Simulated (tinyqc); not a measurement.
Modes across the composition range: two-mode optical phonons of a ternary alloy from two coupled oscillators. Computed by tinyqc, a small Python program. Command: `OMP_NUM_THREADS=1 python tinyqc.py 3031267 3031268 out.jsonl twomode walk`. One thread of a shared host (Intel(R) Xeon(R) Processor @ 2.30GHz), about 0.01 s of CPU time with the checks.

An alloy A(x)B(1-x)C has an A-C and a B-C bond oscillator. Each TO frequency moves linearly from the impurity mode (dilute end) to the TO of the pure crystal; each strength is proportional to the number of bonds.

Inputs (values chosen for the exercise, modelled on Al(x)Ga(1-x)As, with A-C the AlAs-like and B-C the GaAs-like bond): omega_TO of pure AC = 362.9 1/cm; omega_LO of pure AC = 399.7 1/cm; omega_TO of pure BC = 269.8 1/cm; omega_LO of pure BC = 293.5 1/cm; eps_inf of AC = 8.02; eps_inf of BC = 10.6; impurity mode of A in BC = 354.9 1/cm; impurity mode of B in AC = 251.1 1/cm.

Method:
- omega_1 = (impurity mode of A) + x (omega_TO,AC - impurity mode of A); omega_2 = (impurity mode of B) + (1 - x)(omega_TO,BC - impurity mode of B); eps_inf = x eps_AC + (1 - x) eps_BC; strengths W_1 = x eps_AC (omega_LO,AC^2 - omega_TO,AC^2), W_2 = (1 - x) eps_BC (omega_LO,BC^2 - omega_TO,BC^2).
- eps(omega) = eps_inf + W_1/(omega_1^2 - omega^2) + W_2/(omega_2^2 - omega^2) = 0 is the eigenproblem of the matrix [[omega_1^2 + W_1/eps_inf, sqrt(W_1 W_2)/eps_inf], [sqrt(W_1 W_2)/eps_inf, omega_2^2 + W_2/eps_inf]] for omega_LO^2.
- The polar coupling of mode j is c_j = (u_j . sqrt(W))^2/(eps_inf^2 omega_j^2), u_j its eigenvector and omega_j here its LO frequency; the c_j add up to 1/eps_inf - 1/eps_s. Froehlich constant alpha_j = (e^2/(4 pi eps_0)) c_j k_j/(2 E_j), E_j = h c omega_j, k_j = sqrt(m* E_j/(hbar^2/(2 m_0))).

Frequencies (1/cm):
```
x     TO, A-C  TO, B-C  lower LO  upper LO  coupling share of the upper LO   eps_s
0.02   355.06  269.426    292.58    355.85                         0.03766  12.495
0.10   355.70  267.930    288.98    359.57                         0.16944  12.294
0.20   356.50  266.060    284.65    364.07                         0.30401  12.037
0.35   357.70  263.255    278.34    370.66                         0.46771  11.640
0.50   358.90  260.450    272.14    377.19                         0.60481  11.227
0.65   360.10  257.645    265.94    383.76                         0.72761  10.797
0.80   361.30  254.840    259.67    390.46                         0.84402  10.351
0.90   362.10  252.970    255.42    395.03                         0.92117  10.044
0.98   362.74  251.474    251.97    398.76                         0.98401   9.793
```

What does the comparison show, and why?

The upper LO moves from 355.9 to 398.8 and the lower from 292.6 to 252.0 per cm. At each dilute end one LO-TO pair closes onto an impurity mode. The upper LO shifts by +0.44 per cm for each per cent of x near the middle, which is how Raman spectra measure composition. Its share of the polar coupling passes one half between x = 0.35 and 0.5.
